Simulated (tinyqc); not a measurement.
UHF in the sto-6g basis, for BeH, spin multiplicity 2, step by step. One step of it, computed by the program tinyqc.

Task: Orthogonalisation. S = U s U^T; symmetric (Loewdin) form X = U s^(-1/2) U^T, so that X^T S X = 1.

overlap S, order 1Be 1s, 1Be 2s, 1Be 2px, 1Be 2py, 1Be 2pz, 2H 1s:
```
[[1.000000, 0.254764, 0.000000, 0.000000, 0.000000, 0.024217],
 [0.254764, 1.000000, 0.000000, 0.000000, 0.000000, 0.284658],
 [0.000000, 0.000000, 1.000000, 0.000000, 0.000000, 0.000000],
 [0.000000, 0.000000, 0.000000, 1.000000, 0.000000, 0.000000],
 [0.000000, 0.000000, 0.000000, 0.000000, 1.000000, 0.367037],
 [0.024217, 0.284658, 0.000000, 0.000000, 0.367037, 1.000000]]
```

Give: eigenvalues of S; X.

Result:

eigenvalues of S: [0.5130, 0.8026, 1.0000, 1.0000, 1.1806, 1.5037]

X, order 1Be 1s, 1Be 2s, 1Be 2px, 1Be 2py, 1Be 2pz, 2H 1s:
```
[[1.0263, -0.1380, 0.0000, 0.0000, -0.0064, 0.0194],
 [-0.1380, 1.0642, 0.0000, 0.0000, 0.0483, -0.1702],
 [0.0000, 0.0000, 1.0000, 0.0000, 0.0000, 0.0000],
 [0.0000, 0.0000, 0.0000, 1.0000, 0.0000, 0.0000],
 [-0.0064, 0.0483, 0.0000, 0.0000, 1.0603, -0.2137],
 [0.0194, -0.1702, 0.0000, 0.0000, -0.2137, 1.0973]]
```
